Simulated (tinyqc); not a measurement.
# From one set of inputs to another, one input at a time

Model: grain-boundary diffusion: Harrison regimes, Fisher and Le Claire analysis, Hart average. Computed by tinyqc, a small Python program. Command: `OMP_NUM_THREADS=1 python tinyqc.py 3002890 3002891 out.jsonl gbdiff ladder`. One thread of a shared host (Intel(R) Xeon(R) Processor @ 2.30GHz), about 0.01 s of CPU time with the checks.

A boundary is a slab of width delta with diffusivity D_b, normal to a surface held at constant concentration; it leaks into grains of diffusivity D.

The inputs printed are set A. Inputs not listed in the table keep their values of set A, so the rows need not describe a real material.

Inputs (values chosen for the exercise, for a model polycrystal): lattice prefactor D0 = 6.9e-05 m^2/s; lattice activation energy E = 4.06 eV; boundary prefactor D0b = 4.4e-06 m^2/s; boundary activation energy E_b = 2.21 eV; boundary width delta = 0.46 nm; segregation factor s = 1; grain size d = 0.021 um; temperature T = 1110 K; time t = 450000 s.

Constants: k_B = 8.617333262e-05 eV/K.

Method:
- D = D0 exp(-E/(k_B T)), D_b = D0b exp(-E_b/(k_B T)).
- Triple product P = s delta D_b.
- l = sqrt(D t); P = s delta D_b; alpha = s delta/(2 l); beta = P/(2 D l). Regime A if l > 3 d, C if alpha > 1, B if alpha < 0.1, l < d/4 and beta > 10, otherwise a transition.
- Hart average for parallel slabs: f = delta/d, D_eff = (s f D_b + (1 - f) D)/(1 - f + s f); share of the boundaries = s f D_b/(s f D_b + (1 - f) D); depth sqrt(D_eff t).
- Fisher: the mean concentration falls as exp(-y/y_F), y_F = sqrt(P) (pi t/(4 D))^(1/4), with the boundary equation P d2c/dy2 = 2 c sqrt(D/(pi t)). Le Claire (from the Whipple solution): ln c falls as -(y/y_L)^(6/5) with P = 1.322 sqrt(D/t) y_L^2.

Each row keeps all changes above it:
```
input moved                                                                 from            to  Le Claire depth y_L (um)        beta  depth sqrt(D_eff t) (um)
set A                                                                          -             -                     4.340  1.0885e+06                     2.002
segregation factor s                                                           1            30                    23.769  3.2655e+07                     8.576
time t (s)                                                                450000           750                     4.803  7.9987e+08                     0.350
temperature T (K)                                                           1110          1670                     6.584  9.9011e+02                    16.850
lattice prefactor D0 (m^2/s) and lattice activation energy E (eV)  6.9e-05, 4.06  6.7e-06, 4.1                    12.644  4.9649e+04                    16.850
grain size d (um)                                                          0.021          0.85                    12.644  4.9649e+04                     3.361
boundary width delta (nm)                                                   0.46          0.91                    17.783  9.8219e+04                     4.691
```

Le Claire depth y_L goes from 4.34 to 17.8, a factor 4.10 in all. The largest single move comes from segregation factor s (a factor 5.48), and time t works against it (a factor 0.202). Beta goes from 1.09e6 to 98200, a factor 0.0902 in all. The largest single move comes from temperature T (a factor 1.24e-6), and lattice prefactor D0 with lattice activation energy E works against it (a factor 50.1). Depth sqrt(D_eff t) goes from 2.00 to 4.69, a factor 2.34 in all. The largest single move comes from temperature T (a factor 48.1), and time t works against it (a factor 0.0408). The single moves hold for this order of the switches; the total does not depend on the order.

Caution (rows set A, segregation factor s, time t, lattice prefactor D0, grain size d, boundary width delta): outside regime A (which needs sqrt(D t) above about 3 d) the Hart average and its depth are formal: they describe a profile only in regime A or at steady state. Caution (rows segregation factor s, time t, temperature T, lattice prefactor D0, grain size d, boundary width delta): the Fisher and Le Claire forms need regime B with beta above 10.

Extremes, crossings and ranges named in words are read from the listed rows.
